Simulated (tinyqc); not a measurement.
MESFET, gradual channel with velocity saturation: one step of the calculation.

A uniformly doped n-type channel, depleted from the top by a Schottky gate; at channel potential V the depleted share of a is u = sqrt((Vbi - Vg + V)/Vp), s at the source. Electrons drift with v = mu E/(1 + mu E/vsat). Abrupt depletion edge, no series resistance, source at 0.

Question. The saturation point by Newton steps. a is the channel (half-)thickness, Vp its pinch-off voltage and Z = mu Vp/(vsat L); an iterate with u > 1 is an overshoot, not a physical state. f = (1 - u)(1 + Z (u^2 - s^2)) - Z F/3, F = 3 (u^2 - s^2) - 2 (u^3 - s^3); f' = -(1 + Z (u^2 - s^2)); u(new) = u - f/f'.

u at the start = 0.375
Z = 3.3583197
s = 0.37525538

Give: f; f'; u after iteration 1.

Answer.

f = 0.6250
f' = -0.9994
u after iteration 1 = 1.000

Program tinyqc, `OMP_NUM_THREADS=1 python tinyqc.py 2500022 2500023 out.jsonl`; Intel Xeon 2.30GHz, shared host, one thread, about 0.04 s.
